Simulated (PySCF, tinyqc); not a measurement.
Coupled-perturbed Hartree-Fock on RHF in the sto-3g basis, for H4, spin multiplicity 1, step by step. The lowest restricted solution is unstable here: a spin-polarised one lies 0.0066 hartree lower (PySCF). One step of it, computed by the program tinyqc.

Problem. Iteration 1: diagonalisation and new density. Diagonalise F' = X^T F X, C = X C', fill 2 alpha and 2 beta electrons from the bottom; D = 2 C_occ C_occ^T. Each column has its largest component positive (the first on a tie).

Fock matrix F (hartree):
```
,1H 1s,2H 1s,3H 1s,4H 1s
1H 1s,-0.223851,-0.442974,-0.170805,-0.141901
2H 1s,-0.442974,-0.223851,-0.141901,-0.170805
3H 1s,-0.170805,-0.141901,-0.223851,-0.442974
4H 1s,-0.141901,-0.170805,-0.442974,-0.223851
```

X:
```
,1H 1s,2H 1s,3H 1s,4H 1s
1H 1s,1.100417,-0.244706,-0.112086,0.002132
2H 1s,-0.244706,1.100417,0.002132,-0.112086
3H 1s,-0.112086,0.002132,1.100417,-0.244706
4H 1s,0.002132,-0.112086,-0.244706,1.100417
```

Give: F' = X^T F X; orbital energies; coefficients C; D after iteration 1.

Solution.

F' = X^T F X (hartree):
```
,1,2,3,4
1,-0.0146,-0.4229,-0.1136,0.0064
2,-0.4229,-0.0146,0.0064,-0.1136
3,-0.1136,0.0064,-0.0146,-0.4229
4,0.0064,-0.1136,-0.4229,-0.0146
```

orbital energies (hartree): MO1 -0.5448, MO2 -0.3302, MO3 0.2882, MO4 0.5282

coefficients C:
```
,MO1,MO2,MO3,MO4
1H 1s,0.3729,0.4828,0.6155,0.7297
2H 1s,0.3729,0.4828,-0.6155,-0.7297
3H 1s,0.3729,-0.4828,0.6155,-0.7297
4H 1s,0.3729,-0.4828,-0.6155,0.7297
```

D after iteration 1:
```
,1H 1s,2H 1s,3H 1s,4H 1s
1H 1s,0.7443,0.7443,-0.1882,-0.1882
2H 1s,0.7443,0.7443,-0.1882,-0.1882
3H 1s,-0.1882,-0.1882,0.7443,0.7443
4H 1s,-0.1882,-0.1882,0.7443,0.7443
```
